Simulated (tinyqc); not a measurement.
Heavy doping: gap narrowing, degeneracy and the minority density: one step. Product and minority density. Three cases, with inputs chosen for the exercise.

Problem. Combine both effects.

Majority: N = Nv F_1/2(eta), eta the distance of EF beyond the majority band edge in kT. Degeneracy factor gam = F_1/2(eta)/exp(eta). ni0^2 = Nc Nv exp(-Eg/kT); product n p = ni0^2 gam exp(dEg/kT), dEg the true narrowing; apparent narrowing dEa = dEg + kT ln gam; minority density = n p/N.

Constants: kB = 8.617333262e-05 eV/K.

Case 1.

Values chosen (gap and densities of states near those of Si at this temperature; narrowing constants near the fits for Si; not measured data): N = 2.9e+18 1/cm^3 (ionised acceptors, equal to the majority density); Eg = 1.07 eV (gap); Nc = 4.94e+19 1/cm^3 (conduction-band density of states); Nv = 1.96e+19 1/cm^3 (valence-band density of states); T = 450 K.

dEg (empirical fit) = 38.5169 meV
gam = 0.949136

Case 2.

Values chosen (gap and densities of states near those of Si at this temperature; narrowing constants near the fits for Si; not measured data): N = 8.1e+18 1/cm^3 (ionised acceptors, equal to the majority density); Eg = 1.095 eV (gap); Nc = 4.1e+19 1/cm^3 (conduction-band density of states); Nv = 1.76e+19 1/cm^3 (valence-band density of states); T = 400 K.

dEg (empirical fit) = 49.2132 meV
gam = 0.850713

Case 3.

Values chosen (gap and densities of states near those of Si at this temperature; narrowing constants near the fits for Si; not measured data): N = 1.3e+18 1/cm^3 (ionised acceptors, equal to the majority density); Eg = 1.119 eV (gap); Nc = 2.62e+19 1/cm^3 (conduction-band density of states); Nv = 1.06e+19 1/cm^3 (valence-band density of states); T = 300 K.

dEg (empirical fit) = 41.5643 meV
gam = 0.957637

Give: ni0; exp(dEg/kT); dEa; sqrt(n p); minority density.

Solution.

Case 1.

ni0 = 3.17e+13 1/cm^3
exp(dEg/kT) = 2.70
dEa = 36.5 meV
sqrt(n p) = 5.08e+13 1/cm^3
minority density = 8.89e+08 1/cm^3

Narrowing multiplies the product by 2.7 and degeneracy by 0.949; together they change the minority density by a factor 2.56 against ni0^2/N.

Case 2.

ni0 = 3.40e+12 1/cm^3
exp(dEg/kT) = 4.17
dEa = 43.6 meV
sqrt(n p) = 6.40e+12 1/cm^3
minority density = 5.05e+06 1/cm^3

Narrowing multiplies the product by 4.17 and degeneracy by 0.851; together they change the minority density by a factor 3.55 against ni0^2/N.

Case 3.

ni0 = 6.65e+09 1/cm^3
exp(dEg/kT) = 4.99
dEa = 40.4 meV
sqrt(n p) = 1.45e+10 1/cm^3
minority density = 162 1/cm^3

Narrowing multiplies the product by 4.99 and degeneracy by 0.958; together they change the minority density by a factor 4.78 against ni0^2/N.

Computed by tinyqc, one run a case: `OMP_NUM_THREADS=1 python tinyqc.py N N+1 out.jsonl` with N = 1650107, 1650217, 1650369; one thread of a shared Intel(R) Xeon(R) Processor @ 2.30GHz, about 0.01 s a run at most.
